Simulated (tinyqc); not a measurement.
Inside a calculation: propagation of a band-gap error through k.p and effective-mass formulas. Values are carried at full precision from step to step, so a last printed digit may differ when a step is redone from the rounded ones.

Chain, for a gap E (the reference Eg or another value), with Ep and Dso kept: 1/me = 1 + Ep (E + 2 Dso/3)/(E (E + Dso)); g* = 2 - 2 Ep Dso/(3 E (E + Dso)); g1(E) = g1 + (Ep/3)(1/E - 1/Eg), g2(E) = g2 + (Ep/6)(1/E - 1/Eg), light hole 1/(g1 + 2 g2), heavy hole 1/(g1 - 2 g2) along [100]; optical constant ei(E) = 1 + (ei - 1)(EP/(EP + E - Eg))^2, static e0(E) = ei(E) + e0 - ei.

Constants: Ry = 13.60569312 eV; a0 (Bohr radius) = 0.5291772105 angstrom; kB = 8.617333262e-05 eV/K; hbar^2/2m0 = 3.80998211 eV angstrom^2.

Parameters, chosen for this exercise (reference values near those of ZnSe, gap at low temperature; not measured data):

| symbol | value | unit | meaning |
|---|---|---|---|
| Eg | 2.77 | eV | gap at Gamma to the s-like level |
| Dso | 0.4 | eV | spin-orbit splitting |
| Ep | 24 | eV | Kane energy |
| g1 | 3.78 |  | Luttinger gamma1 |
| g2 | 1.24 |  | gamma2 |
| e0 | 8.8 |  | static dielectric constant |
| ei | 5.93 |  | optical dielectric constant |
| EP | 6.78 | eV | mean (Penn) gap |
| Eg2 | 5.54 | eV | a wrong gap, of the size a hybrid with far too much exact exchange can give |
| mh | 0.6 | m0 | density-of-states mass of the holes |
| T | 300 | K | temperature |
| k | 0.049 | 1/angstrom | wave vector |

## Masses, g factor and screening for both gaps

Evaluate the chain at Eg and at Eg2.

Band values at the two gaps:

| quantity | at Eg | at Eg2 | ratio |
|---|---|---|---|
| me | 0.1075 | 0.1910 | 1.777 |
| g* | 1.271 | 1.806 | - |
| g1 | 3.780 | 2.336 | 0.618 |
| g2 | 1.240 | 0.5180 | 0.418 |
| light hole | 0.1597 | 0.2966 | 1.857 |
| heavy hole | 0.7692 | 0.7692 | 1.000 |
| ei | 5.930 | 3.485 | 0.588 |
| e0 | 8.800 | 6.355 | 0.722 |

The gap is off by a factor of 2.00; the electron mass follows with 1.78 and the light hole with 1.86, while the heavy hole, which does not couple to the conduction level, keeps its value. The optical constant changes less, by -41 %, as it answers to the mean gap, which shifts by the same +2.77 eV on a base of 6.78 eV. g* moves by +0.53; remote bands, left out here, shift it by tenths or, where it is large, by some per cent.

## Binding energies and densities for both gaps

Donor: R = Ry me/e0^2, a_B = a0 e0/me, Mott density (0.26/a_B)^3. Nc, Nv = 2 (m kT/(4 pi c))^(3/2), c = hbar^2/2m0, ni = sqrt(Nc Nv) exp(-E/2kT). Exciton: Ry mu/e0^2 with 1/mu = 1/me + g1(E). 1 angstrom^-3 = 1e24 cm^-3.

Use the values of the table.

Results:

| quantity | at Eg | at Eg2 | ratio |
|---|---|---|---|
| R (meV) | 18.89 | 64.36 | 3.41 |
| a_B (angstrom) | 43.31 | 17.60 | 0.406 |
| Mott density (cm^-3) | 2.164e+17 | 3.222e+18 | 14.9 |
| Nc (cm^-3) | 8.848e+17 | 2.095e+18 | 2.37 |
| ni (cm^-3) | 1.737e-05 | 1.446e-28 | 8.32e-24 |
| exciton (meV) | 13.43 | 44.50 | 3.31 |

Power laws carry the error on: the donor energy (me/e0^2) by a factor of 3.41, the Mott density (cube of me/e0) by 14.9. ni, with its exponential, changes by a factor of 8.32e-24, that is 23.1 decades.

## A scissor shift and what it does not mend

A rigid shift D = Eg - Eg2 of the conduction band restores the gap but leaves the curvature, so the mass stays me(Eg2); redoing the sum 1/m = 1 + Ep (E + 2 Dso/3)/(E (E + Dso)) with E = Eg and the same Ep gives another mass. For optics, eps2 at the edge goes as |p|^2/E^2: a rigid shift keeps the dipole elements p/E, while shifting the energies under unchanged p scales eps2 by (Eg2/Eg)^2.

shift D = -2.770 eV
mass under a rigid shift = 0.1910 m0
mass from the sum with the corrected gap = 0.1075 m0
factor on eps2 if p is left unscaled = 4.000

The rigid shift leaves the mass off by a factor of 1.78. The mass from the corrected gap is the reference me(Eg) here, because the exercise keeps Ep fixed; a real correction of the gap depends on k and changes Ep as well.

## Far from the edge the relative error shrinks

Two-level dispersion E(k) = sqrt(E^2/4 + Ep c k^2) - E/2 at k/4, k, 4k for both gaps, c = hbar^2/2m0.

Energies above the edge:

| k (1/angstrom) | at Eg (eV) | at Eg2 (eV) | ratio |
|---|---|---|---|
| 0.01225 | 0.0049 | 0.0025 | 0.501 |
| 0.04900 | 0.0771 | 0.0393 | 0.510 |
| 0.19600 | 0.9454 | 0.5745 | 0.608 |

The ratio tends to Eg/Eg2 = 0.50 at k = 0 and goes from 0.501 to 0.608: at large k both curves approach the same slope sqrt(Ep c), while their distance in eV grows towards |Eg - Eg2|/2.

## Checks

- Chain at E = Eg against the inputs g1, g2, ei, e0: they agree to 1e-10 or better.

Program tinyqc; command `OMP_NUM_THREADS=1 python tinyqc.py 1850107 1850108 out.jsonl`; about 0.01 s on one thread of a shared Intel(R) Xeon(R) Processor @ 2.30GHz.
